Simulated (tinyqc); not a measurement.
Landau levels of massless Dirac electrons: one step. The lowest levels. Three cases, with inputs chosen for the exercise.

Problem. List the eight lowest, in meV, with the gap to the next.

E_N = sqrt(2N) hv/l for N = 0, 1, 2, ... and the mirror levels below zero; each is fourfold (spin, valley), Zeeman splitting left out; half of level 0 belongs to the electrons.

In a field B along z: l = 1/sqrt((e/hbar) B) is the magnetic length, n_B = B/(h/e) the number of states per area in one level, hbar wc = 2 muB B/m for mass m in m0; 1/angstrom^2 = 1e16/cm^2.

Constants: e/hbar = 1.519267448e-05 1/(T angstrom^2); h/e = 413566.7697 T angstrom^2; muB = 5.788381798e-05 eV/T.

Case 1.

Values chosen (out of a larger set: near those of graphene; not measured data): hv = 6.61 eV angstrom (hbar v); B = 6.3 T (magnetic field).

Case 2.

Values chosen (out of a larger set: near those of graphene; not measured data): hv = 6.96 eV angstrom (hbar v); B = 2.7 T (magnetic field).

Case 3.

Values chosen (out of a larger set: near those of graphene; not measured data): hv = 7.22 eV angstrom (hbar v); B = 2.5 T (magnetic field).

Give: a table of label, E (meV), gap above (meV).

Solution.

Case 1.

Levels:
```
label  E (meV)  gap above (meV)
0        0.000           91.454
1       91.454           37.882
2      129.336           29.068
3      158.403           24.505
4      182.908           21.589
5      204.498           19.518
6      224.016           17.949
7      241.965           16.706
```

The largest of these gaps, 91.45 meV, first occurs above level 0 and is kB T at 1061 K.

Case 2.

Levels:
```
label  E (meV)  gap above (meV)
0        0.000           63.041
1       63.041           26.112
2       89.153           20.037
3      109.190           16.892
4      126.082           14.882
5      140.964           13.454
6      154.418           12.373
7      166.791           11.516
```

The largest of these gaps, 63.04 meV, first occurs above level 0 and is kB T at 732 K.

Case 3.

Levels:
```
label  E (meV)  gap above (meV)
0        0.000           62.927
1       62.927           26.065
2       88.993           20.001
3      108.993           16.861
4      125.855           14.855
5      140.710           13.430
6      154.140           12.350
7      166.490           11.495
```

The largest of these gaps, 62.93 meV, first occurs above level 0 and is kB T at 730 K.

Computed by tinyqc, one run a case: `OMP_NUM_THREADS=1 python tinyqc.py N N+1 out.jsonl` with N = 1281531, 1281656, 1281891; one thread of a shared Intel(R) Xeon(R) Processor @ 2.30GHz, about 0.01 s a run at most.
